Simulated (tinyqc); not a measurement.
A spin-degenerate level with charging energy between two leads, rate equations: two steps of the calculation.

States 0, up, down and 2 with energies 0, e1 - Ez/2, e1 + Ez/2 and 2 e1 + U. mu_L = +V/2, mu_R = -V/2 (meV), f(x) = 1/(1 + exp(x/kB T)). A transition that adds one electron of given spin at the energy E has the rate G f(E - mu) from each lead, and its reverse G [1 - f(E - mu)]. I counts electrons leaving the left lead, times q.

Parameters, values chosen for the exercise:
- GL = 0.07 1/ns (tunnel rate to the left lead)
- GR = 0.094 1/ns (tunnel rate to the right lead)

Constants: q = 1.602176634e-19 C. Results are converted to the units shown.

Task 1. Rate matrix. dp/dt = W p; W_ji is the rate from state i to j, and each column sums to zero.

fL, transition 0-up to down-2: [1.0000000, 1.0000000, 0.0000253, 0.0000253]
fR, transition 0-up to down-2 (in units of 1e-10): [2.3117673, 2.3117673, 0.0000000, 0.0000000]

Give: W.

Result 1.

W (1/ns):
```
            0       up     down        2
0     -0.1400   0.0940   0.0940   0.0000
up     0.0700  -0.0940   0.0000   0.1640
down   0.0700   0.0000  -0.0940   0.1640
2      0.0000   0.0000   0.0000  -0.3280
```

Task 2. Steady state and current. Steady state: W p = 0 with sum p = 1. I = q GL sum over transitions i-j of [fL p_i - (1 - fL) p_j].

W (1/ns):
```
                0           up         down            2
0     -0.14000000   0.09400000   0.09400000   0.00000000
up     0.07000000  -0.09400177   0.00000000   0.16399823
down   0.07000000   0.00000000  -0.09400177   0.16399823
2      0.00000000   0.00000177   0.00000177  -0.32799645
```

fL, transition 0-up to down-2: [1.0000000, 1.0000000, 0.0000253, 0.0000253]

Wanted: p; mean number of electrons; I.

Result 2.

p: 0 0.40171, up 0.29914, down 0.29914, 2 0.00000
mean number of electrons = 0.59830
I = 9.0106 pA

In units of q GL GR/(GL + GR) = 6.43 pA the current is 1.40; two independent spin channels fully inside the bias window would give 2.

Range of the model: Rate equations need hbar G well below kB T; cotunnelling and the Kondo effect are left out.

Numbers from tinyqc (`OMP_NUM_THREADS=1 python tinyqc.py 2780126 2780127 out.jsonl`; about 0.01 s on one thread of a shared Intel Xeon 2.30GHz).
